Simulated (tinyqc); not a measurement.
Where in the gap a trap does harm: carrier lifetime from Shockley-Read-Hall, radiative, Auger and surface recombination. Computed by tinyqc, a small Python program. Command: `OMP_NUM_THREADS=1 python tinyqc.py 3010197 3010198 out.jsonl lifetime walk`. One thread of a shared host (Intel(R) Xeon(R) Processor @ 2.30GHz), about 0.02 s of CPU time with the checks.

Energies are counted from the top of the valence band. Boltzmann statistics, full ionisation, and equal excess densities of electrons and holes.

Inputs (values chosen for the exercise, with bands modelled on CdS):
```
quantity                          value   unit
gap E_g                            2.47     eV
electron mass m_e                 0.206    m_0
valleys M_c                           1      -
hole mass m_h                     0.822    m_0
temperature T                       250      K
doping N                        1.8e+15  cm^-3
trap level E_t                    0.362     eV
trap density N_t                2.8e+14  cm^-3
electron cross-section sigma_n  1.5e-14   cm^2
hole cross-section sigma_p      3.4e-15   cm^2
```

Doping: n-type. Surface term: two equal surfaces.

Constants: m_0 = 9.1093837015e-31 kg; k_B = 1.380649e-23 J/K; h = 6.62607015e-34 J s; k_B = 8.617333262e-05 eV/K.

Method:
- N_c = 2 M_c (2 pi m_e k_B T/h^2)^(3/2) and N_v = 2 (2 pi m_h k_B T/h^2)^(3/2), masses in units of m_0.
- n_i = sqrt(N_c N_v) exp(-E_g/2 k_B T); majority density N/2 + sqrt(N^2/4 + n_i^2), minority density n_i^2 over it.
- v = sqrt(3 k_B T/m) with m_e or m_h; tau_n0 = 1/(sigma_n v_n N_t), tau_p0 = 1/(sigma_p v_p N_t); n1 = N_c exp(-(E_g - E_t)/k_B T), p1 = N_v exp(-E_t/k_B T).
- Low injection: tau = [tau_p0 (n_0 + n1) + tau_n0 (p_0 + p1)]/(n_0 + p_0). Depleted region (n = p = 0): generation lifetime tau_g = (tau_p0 n1 + tau_n0 p1)/n_i. n1 = N_c exp(-(E_g - E_t)/k_B T), p1 = N_v exp(-E_t/k_B T).

tau_p0 = 8.93246e-08 s

n_0 = 1.80e+15 cm^-3

N_c = 1.78485e+18 cm^-3

tau_n0 = 1.01358e-08 s

p_0 = 2.27210e-28 cm^-3

N_v = 1.42268e+19 cm^-3

n_i = 6.39514e-07 cm^-3

The same trap at other energies:
```
E_t (eV)  SRH lifetime (s)  generation lifetime (s)
0.148           1.7253e-07               2.3419e+14
0.370           8.9327e-08               7.8387e+09
0.618           8.9325e-08               7.8484e+04
0.864           8.9325e-08               8.6227e-01
1.112           8.9325e-08               8.6335e-06
1.235           8.9325e-08               6.0255e-08
1.359           8.9325e-08               9.9989e-06
1.606           8.9325e-08               9.5334e-01
1.852           8.9325e-08               8.6774e+04
2.100           8.9328e-08               8.6666e+09
2.322           1.8132e-07               2.5892e+14
```

What does the comparison show, and why?

The SRH lifetime (other channels left aside) stays within 10 % of its least value, among these rows, from E_t = 0.37 to 2.1 eV. The generation lifetime has a sharp minimum, among these rows at 1.235 eV and exactly at 1.234 eV, where tau_p0 n1 = tau_n0 p1, since generation needs two thermal jumps and the larger one rules. Caution: the trap density is not small against the doping, so trapped charge breaks the equality of the excess densities.

Extremes, crossings and ranges named in words are read from the listed rows.
